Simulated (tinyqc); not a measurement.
Free and trapped electrons in a MOS channel with a dense trap tail: one step of the calculation.

p-type body, charge-sheet picture, full ionisation (an idealisation for deep acceptors), Boltzmann statistics for free electrons. e = Ec - EF at the surface. Acceptor-like traps of density D(E) = D0 + De exp(-E/Ew) at depth E below Ec, from 0 to Eu, hold n_t = integral of D(E)/(1 + exp((e - E)/Vt)). psi = Eg - Vt ln(Nv/Na) - e; N_dep = sqrt(2 eps0 eps_r Na (psi - Vt)/q); n_f = sqrt(N_dep^2 + 2 eps0 eps_r Vt Nc exp(-e/Vt)/q) - N_dep; Vg = Vfb + psi + q (N_dep + n_t + n_f)/Cox, Cox = eps0 eox/tox.

Problem. Charges and gate voltage. psi, N_dep, n_f and Vg as defined, with the n_t given; free share n_f/(n_f + n_t); apparent mobility mf n_f/(n_f + n_t); gate voltage spent on traps q n_t/Cox.

Parameters, values chosen for the exercise; band and dielectric values close to those of 4H silicon carbide:
- T = 250 K (temperature)
- Eg = 3.26 eV (band gap)
- eps_r = 9.6 (relative permittivity)
- Nc = 1.29e19 cm^-3 (conduction-band density of states at T)
- Nv = 1.87e19 cm^-3 (valence-band density of states at T)
- eox = 3.9 (relative permittivity of the insulator)
- tox = 29 nm (insulator thickness)
- Na = 3.6e15 cm^-3 (acceptor density)
- Vfb = -2.31 V (flat-band voltage without trapped charge)
- mf = 190 cm^2/(V s) (mobility of free electrons)
- e = 0.061 eV (Ec - EF at the surface)

Constants: q = 1.602176634e-19 C, kB = 1.380649e-23 J/K, Vt = kB T/q, eps0 = 8.8541878128e-14 F/cm where lengths are in cm. Results are converted to the units shown.

n_t = 1.5271062e12 cm^-2

Find: psi; N_dep; n_f; Vg; free share; apparent mobility; gate voltage spent on traps.

Solution.

psi = 3.015 V
N_dep = 3.381e11 cm^-2
n_f = 1.986e11 cm^-2
Vg = 3.482 V
free share = 11.51 %
apparent mobility = 21.87 cm^2/(V s)
gate voltage spent on traps = 2.055 V

tinyqc, about 0.02 s, one thread, Intel Xeon 2.30GHz (shared host): `OMP_NUM_THREADS=1 python tinyqc.py 2222091 2222092 out.jsonl`
